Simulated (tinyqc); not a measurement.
Spreading the carriers over a thicker layer: defect, radiative and Auger recombination at equal electron and hole densities (ABC model).

J/(e d) = Ae n + B n^2 + C n^3 with Ae = A + 4 S/w (four side walls, carriers spread evenly), e = 1.602176634e-19 C, lengths in cm; internal efficiency IQE = B n^2/(Ae n + B n^2 + C n^3); all injected carriers recombine in the layer.

Values chosen for the exercise (orders of magnitude like those quoted for Ge; shifted at random, so the results belong to these values and not to a real crystal):
- A = 410000 1/s (defect rate)
- B = 5.5e-14 cm^3/s (radiative coefficient)
- C = 5.8e-31 cm^6/s (Auger coefficient)
- S = 0 cm/s (recombination velocity of the side walls)
- w = 46 micrometre (side of the square mesa)
- d = 890 nm (active thickness)
- J = 27 A/cm^2 (current density)

d is multiplied by the factor listed, at the same J.

Results:

| factor | n (1/cm^3) | defect | radiative | Auger |
|---|---|---|---|---|
| 0.10 | 3.09e+18 | 0.0669 | 0.0278 | 0.905 |
| 0.50 | 1.71e+18 | 0.186 | 0.0427 | 0.772 |
| 1.0 | 1.30e+18 | 0.281 | 0.0489 | 0.670 |
| 2.0 | 9.55e+17 | 0.414 | 0.0530 | 0.533 |
| 5.0 | 5.89e+17 | 0.637 | 0.0503 | 0.312 |
| 10 | 3.71e+17 | 0.803 | 0.0400 | 0.157 |
| 20 | 2.12e+17 | 0.916 | 0.0260 | 0.0580 |

Give the missing row, factor = 0.20.

Computed row:
```
factor  n (1/cm^3)  defect  radiative  Auger
0.20      2.41e+18   0.105     0.0338  0.862
```

The best factor listed is 2 (IQE 0.0530); the optimum factor equals J/J_peak = 2.6, a layer of 2.31e+03 nm, since only J/d matters and the peak value 0.0534 does not depend on d. A thicker layer trades Auger loss (0.905 to 0.058) for defect loss (0.0669 to 0.916).

Run: tinyqc, `OMP_NUM_THREADS=1 python tinyqc.py 1682731 1682732 out.jsonl`; Intel(R) Xeon(R) Processor @ 2.30GHz, one thread, shared host; about 0.01 s of CPU time with all checks.
